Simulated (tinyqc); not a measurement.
From results back to parameters: configuration-coordinate model of carrier capture at a defect. Three cases, with inputs chosen for the exercise.

Problem. For two parabolas of equal curvature the ionisation peak lies at ET + ER, the emission barrier is (ER + ET)^2/(4 ER), and the standard deviation of the band at T = 0 is sqrt(ER hw). The values come from hidden ET, ER and hw.

Case 1.

ionisation peak = 2.0800 eV
emission barrier = 0.778129 eV
standard deviation at T = 0 = 0.278998 eV

Case 2.

ionisation peak = 0.8000 eV
emission barrier = 0.242424 eV
standard deviation at T = 0 = 0.088994 eV

Case 3.

ionisation peak = 1.1800 eV
emission barrier = 0.740638 eV
standard deviation at T = 0 = 0.147037 eV

Find: ET, ER, hw; capture barrier.

Solution. ER is the squared peak energy over four times the emission barrier; ET is the rest, hw = variance/ER, and the capture barrier is the emission barrier less ET.

Case 1.

ET, ER, hw (eV): 0.690  1.390  0.056

capture barrier = 0.088 eV

Case 2.

ET, ER, hw (eV): 0.140  0.660  0.012

capture barrier = 0.102 eV

Case 3.

ET, ER, hw (eV): 0.710  0.470  0.046

capture barrier = 0.031 eV

Computed by tinyqc, one run a case: `OMP_NUM_THREADS=1 python tinyqc.py N N+1 out.jsonl` with N = 1450697, 1450729, 1450743; one thread of a shared Intel(R) Xeon(R) Processor @ 2.30GHz, about 0.01 s a run at most.
